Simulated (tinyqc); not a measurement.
Worked calculation: finite-size error of a charged defect in a periodic cell: Madelung and Makov-Payne terms. Computed by tinyqc, a small Python program that keeps every step. Command: `OMP_NUM_THREADS=1 python tinyqc.py 3007123 3007124 out.jsonl imagecharge walk`. One thread of a shared host (Intel(R) Xeon(R) Processor @ 2.30GHz), about 0.1 s of CPU time with the checks. Intermediate numbers are printed to about 7 digits and carried at full precision; extremes and crossings named in words are read from the listed rows.

L is the cube root of the cell volume. The defect charge is a Gaussian, rho(r) = q (2 pi sigma^2)^(-3/2) exp(-r^2/2 sigma^2), repeated periodically in a uniform neutralising background and screened by a continuum. The model cell energy is E(L) = E_0 + [periodic - isolated electrostatic energy].

Inputs (values chosen for the exercise, for a model uniaxial host):

| quantity | value | unit |
|---|---|---|
| charge q | -3 | e |
| cell length L | 16.3 | angstrom |
| dielectric constant eps_xy | 8.93 | - |
| dielectric constant eps_z | 5.57 | - |
| axis ratio c/a | 1.7 | - |
| width sigma of the defect charge | 0.83 | angstrom |
| formation energy of the isolated defect E_0 | 1.042 | eV |

Supercell lattice: tetragonal. Screening: uniaxial.

scatter added to the six cells, standing for numerical noise (meV): -18  3.2  22  2.3  6.5  32

Constants: e^2/(4 pi eps_0) = 14.39964548 eV angstrom.

## The cell

Cell vectors: (1,0,0), (0,1,0), (0,0,c/a), scaled to volume L^3.

cell vectors (rows) (angstrom):
```
          1         2         3
1  13.65750   0.00000   0.00000
2   0.00000  13.65750   0.00000
3   0.00000   0.00000  23.21775
```

nearest image = 13.65750 angstrom

## Madelung energy

Ewald sum for a unit point charge: scale each Cartesian component of the cell by 1/sqrt(eps_i), giving R', G' and V'; E = [ (1/2) sum erfc(eta R')/R' + (2 pi/V') sum exp(-G'^2/4 eta^2)/G'^2 - eta/sqrt(pi) - pi/(2 V' eta^2) ] e^2/(4 pi eps_0) / sqrt(eps_x eps_y eps_z), over n_i = -6..6, omitting n = (0,0,0), eta = 2/V'^(1/3). alpha = -2 E eps_g L/(e^2/(4 pi eps_0)), eps_g = (eps_x eps_y eps_z)^(1/3).

terms for a unit charge (eV): real space 0.0089297, reciprocal 0.0441402, self -0.1306471, background -0.0454679

Madelung constant alpha = 2.125443

point-charge correction -q^2 E = 1.107406 eV

Cubic cells have alpha = 2.837 (sc) to 2.888 (fcc, bcc); this cell, as seen through the screening, is so far from compact that alpha drops well below.

## Energy of the smeared charge in the cell

Periodic energy of the Gaussian: (2 pi q^2/V) sum_(G != 0) exp(-sigma^2 G^2)/(G.eps.G) x e^2/(4 pi eps_0), n_i = -k..k with k = max(9, L/sigma rounded up). Isolated energy: q^2/(2 sqrt(pi) sigma) <1/(n.eps.n)> e^2/(4 pi eps_0), the mean over directions n (64 Gauss-Legendre points in cos(theta)).

periodic energy = 4.646588 eV

isolated energy = 5.744202 eV

finite-size error = -1.097614 eV

E(L) = -0.05561445 eV

## A series of cells

Cells of the same shape with L scaled by 0.7, 0.85, 1, 1.25, 1.5 and 2; the scatter is added to E(L). The point-charge correction scales as 1/L from its value at the input L.

Scaling data:

| L (angstrom) | 1/L (1/angstrom) | E(L) (eV) | E(L) + point-charge correction (eV) |
|---|---|---|---|
| 11.410 | 0.08764242 | -0.5292406 | 1.052768 |
| 13.855 | 0.07217611 | -0.2416407 | 1.061190 |
| 16.300 | 0.06134969 | -0.0336144 | 1.073791 |
| 20.375 | 0.04907975 | 0.1633748 | 1.049299 |
| 24.450 | 0.04089980 | 0.3131183 | 1.051389 |
| 32.600 | 0.03067485 | 0.5215140 | 1.075217 |

## Ways to reach the isolated limit

Least-squares fits of E(L) to a + b/L, a + c/L^3 or a + b/L + c/L^3; the estimate is a, and errors are against E_0.

Estimates of E_0:

| way | estimate (eV) | error (meV) |
|---|---|---|
| largest cell, uncorrected | 0.521514 | -520.4860 |
| largest cell, point-charge term | 1.075217 | 33.2169 |
| 1/L fit, three smallest | 1.120244 | 78.2438 |
| 1/L fit, all six | 1.068901 | 26.9008 |
| 1/L^3 fit, all six | 0.410799 | -631.2014 |
| 1/L and 1/L^3, three smallest | 1.208182 | 166.1817 |
| 1/L and 1/L^3, all six | 1.069198 | 27.1982 |
| corrected data, 1/L^3 fit | 1.063624 | 21.6238 |

coefficient b of the full fit = -18.20485 eV angstrom

Best here: corrected data, 1/L^3 fit (+21.6 meV); worst: 1/L^3 fit, all six (-631 meV). The fitted b is 100.9 % of the Madelung value -q^2 alpha e^2/(8 pi eps_0 eps_g), so such a fit also measures the screening. The three-term fit to three small cells has no spare point and magnifies the scatter.

## One dielectric constant for an anisotropic host?

The same sum with an isotropic constant in place of the tensor, the means being taken over (eps_xy, eps_xy, eps_z); errors against the tensor result.

Point-charge correction:

| constant | value | correction (eV) | error (meV) |
|---|---|---|---|
| eps_xy | 8.930000 | 1.126278 | 18.8717 |
| eps_z | 5.570000 | 1.805684 | 698.2779 |
| arithmetic mean | 7.810000 | 1.287792 | 180.3866 |
| geometric mean | 7.629909 | 1.318188 | 210.7827 |
| harmonic mean | 7.434993 | 1.352746 | 245.3405 |

The tensor gives 1.1074 eV. Closest is eps_xy (+18.9 meV) and furthest eps_z (+698.3 meV); anisotropy also changes the effective shape of the cell, which no single constant captures.

Checks made by the program: the same sum with another eta (relative difference below 1e-10).
